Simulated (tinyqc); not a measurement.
# Collinear exchange A + BC -> AB + C on a London-Eyring-Polanyi-Sato surface: saddle, string of images and rate, step by step

A worked calculation. Computed by tinyqc, a small Python program that keeps every step. Command: `OMP_NUM_THREADS=1 python tinyqc.py 3110773 3110774 out.jsonl leps walk`. One thread of a shared host (Intel(R) Xeon(R) Processor @ 2.30GHz), about 0.07 s of CPU time with the checks. Intermediate numbers are printed to about 6 digits and carried at full precision; extremes and crossings named in words are read from the listed rows.

x = r(AB), y = r(BC), r(AC) = x + y. V is counted from separated atoms, the barrier from A + BC, that is V + D(BC).

Inputs (values chosen for the exercise, bond data loosely for abstraction of hydrogen from a Si-H bond by a hydrogen atom; the barrier is not fitted):
```
quantity            value           unit
D(AB)                4.83             eV
r0(AB)              0.742       angstrom
beta(AB)             1.94     1/angstrom
D(BC)                4.17             eV
r0(BC)               1.48       angstrom
beta(BC)             1.52     1/angstrom
D(AC)                   4             eV
r0(AC)               1.48       angstrom
beta(AC)             1.52     1/angstrom
Sato parameter S     0.04              -
mass of A           1.008              u
mass of B           1.008              u
mass of C           28.09              u
temperature T         700              K
step of the string   0.01  angstrom^2/eV
```

Constants: nu for 1 eV/(angstrom^2 u) = 15.6333042 THz; h x 1 THz = 4.135667696 meV; k_B = 1.380649e-23 J/K; u = 1.6605390666e-27 kg; k_B = 8.617333262e-05 eV/K.

## One point of the surface

For each pair, with u = exp(-beta (r - r0)): Q = D [(3 + S) u^2 - (2 + 6 S) u]/(4 (1 + S)), J = D [(1 + 3 S) u^2 - (6 + 2 S) u]/(4 (1 + S)); V = Q1 + Q2 + Q3 - sqrt(((J1 - J2)^2 + (J2 - J3)^2 + (J3 - J1)^2)/2). Take x = r0(AB) + 0.3 and y = r0(BC) + 0.1 angstrom.

Pair terms:
```
pair         u     Q (eV)    J (eV)
AB    0.558780  -0.351188  -3.53853
BC    0.858988   0.319730  -4.40681
AC    0.176252  -0.288815  -0.99694
```

V = -3.38954 eV

## Relaxing the string

String of 9 images between the fixed ends (r0(AB) + 2, r0(BC)) and (r0(AB), r0(BC) + 2), started on the two straight legs through (r0(AB) + 0.3, r0(BC) + 0.3): each iteration moves the inner images by -step x gradient (central differences) and spaces them evenly again along the broken line (coordinates are kept between 0.2 and 8 angstrom); stop when no coordinate changes by more than 1e-5 angstrom, at most 400 iterations.

Course:
```
iteration  highest inner image above A + BC (eV)  largest move (angstrom)
1                                       0.650629              3.13362e-02
2                                       0.648865              2.80045e-02
3                                       0.647002              2.44735e-02
4                                       0.644966              2.06691e-02
5                                       0.643049              1.69712e-02
6                                       0.641467              1.36060e-02
7                                       0.640300              1.06891e-02
...                                          ...                      ...
56                                      0.639295              1.75476e-05
57                                      0.639291              1.57112e-05
58                                      0.639288              1.40655e-05
59                                      0.639285              1.25910e-05
60                                      0.639282              1.12702e-05
61                                      0.639279              1.00871e-05
62                                      0.639277              9.02750e-06
```

Images at the end:
```
image  x (angstrom)  y (angstrom)  V + D(BC) (eV)
0           2.74200       1.48000        0.032660
1           2.29625       1.48285        0.075884
2           1.85057       1.49087        0.183527
3           1.40922       1.54843        0.454657
4           1.02105       1.76758        0.639277
5           0.78743       2.14571       -0.080565
6           0.74918       2.58852       -0.412754
7           0.74408       3.03424       -0.547218
8           0.74200       3.48000       -0.606126
```

last move = 9.02750e-06 angstrom

Converged in 62 iterations.

## Saddle by Newton steps

From the highest inner image, z -> z - H^-1 g with gradient g and Hessian H by central differences, steps capped at 0.15 angstrom, 12 steps.

The first seven points:
```
step        x        y  V + D(BC) (eV)  |g| (eV/angstrom)
0     1.02105  1.76758        0.639277        1.01869e+00
1     1.09564  1.67895        0.694889        9.76999e-02
2     1.10222  1.68569        0.694442        1.61042e-03
3     1.10231  1.68582        0.694442        4.78102e-07
4     1.10231  1.68582        0.694442                  0
5     1.10231  1.68582        0.694442                  0
6     1.10231  1.68582        0.694442                  0
```

saddle (x, y) (angstrom): 1.10231  1.68582

barrier = 0.694442 eV

Hessian (eV/angstrom^2):
```
          x        y
x  -1.97125  8.51412
y   8.51412  4.06221
```

The highest image lies 55.2 meV below the saddle. Stretches at the saddle: AB 0.360, BC 0.206 angstrom, for a reaction energy D(BC) - D(AB) = -0.66 eV: an early barrier for an exothermic step.

## Frequencies at the saddle

Wilson matrix G = [[1/m_A + 1/m_B, -1/m_B], [-1/m_B, 1/m_B + 1/m_C]]; eigenvalues lambda of G H give nu = 15.6333042 THz x sqrt(|lambda|), the negative one being imaginary. Reactant: nu_BC from k = 2 D beta^2 and 1/m_B + 1/m_C. Skew angle: cos = sqrt(m_A m_C/((m_A + m_B)(m_B + m_C))).

imaginary frequency = 71.1727 THz

real frequency at the saddle = 31.6425 THz

nu_BC = 69.5669 THz

skew angle = 45.9926 degrees

## Transition-state rate

One-dimensional rate constant without tunnelling, k = sqrt(k_B T/(2 pi mu)) [sinh(h nu_BC/(2 k_B T))/sinh(h nu_s/(2 k_B T))] exp(-barrier/(k_B T)) with mu = m_A (m_B + m_C)/(m_A + m_B + m_C); Wigner factor 1 + (h nu_i/(k_B T))^2/24; adiabatic barrier = barrier + h (nu_s - nu_BC)/2.

adiabatic barrier = 0.616020 eV

rate constant k = 4.00753 cm/s

Wigner factor = 1.99212

## Rate against temperature

The formulas are those given above.

Rates; the last column is k_B T^2 d ln k/dT:
```
T (K)     k (cm/s)  Wigner factor  activation energy (eV)
300    2.87821e-06        6.40156                0.629778
400    1.30547e-03        4.03837                0.636193
550    2.08592e-01        2.60707                0.647884
750    8.33578e+00        1.86425                0.664845
1000   1.13124e+02        1.48614                0.685222
1400   1.14592e+03        1.24803                0.713967
2000   7.04930e+03        1.12153                0.750537
```

The activation energy goes from 0.630 eV at 300 K, near the adiabatic barrier plus k_B T/2 (0.629), to 0.751 eV at 2000 K; the classical limit is the barrier plus k_B T/2 (0.781).

Checks made by the program: V for A far away against -D(BC) (relative difference below 1e-10).
